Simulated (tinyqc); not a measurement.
MOSFET in saturation, small-signal circuit and noise: one step of the calculation.

Bias by the inversion coefficient IC = I/Ispec (charge-based model with velocity saturation; weak inversion below 0.1, strong above 10). Common-source circuit: gm, gds, Cgs, Cgd and Cj at the inner nodes, Rg in series with the gate; quasi-static, no source or drain resistance, no gate-body capacitance, no substrate network, no induced gate noise, so fmax is an upper estimate.

Problem. Admittance matrix. Inner admittances at w = 2 pi f: y11 = i w (Cgs + Cgd), y12 = -i w Cgd, y21 = gm - i w Cgd, y22 = gds + i w (Cgd + Cd). Invert to Z, add Rg to Z11 and invert back to Y.

Values chosen for this exercise:
```
symbol,value,unit,meaning
f,1,GHz,signal frequency
```

gm = 1.1104851 mS
gds = 0.11104851 mS
Cgs = 3.1493179 fF
Cgd = 1.75 fF
Cd = 2.25 fF
Rg = 28.333333 ohm

Find: inner y; Y with Rg.

Solution.

inner y (mS):
```
                1               2
1  0.0000+0.0308i  0.0000-0.0110i
2  1.1105-0.0110i  0.1110+0.0251i
```

Y with Rg (mS):
```
                1               2
1  0.0000+0.0308i  0.0000-0.0110i
2  1.1105-0.0120i  0.1111+0.0255i
```

Computed by the program tinyqc: `OMP_NUM_THREADS=1 python tinyqc.py 2150136 2150137 out.jsonl`, one thread of a shared Intel Xeon 2.30GHz, about 0.01 s for the whole run.
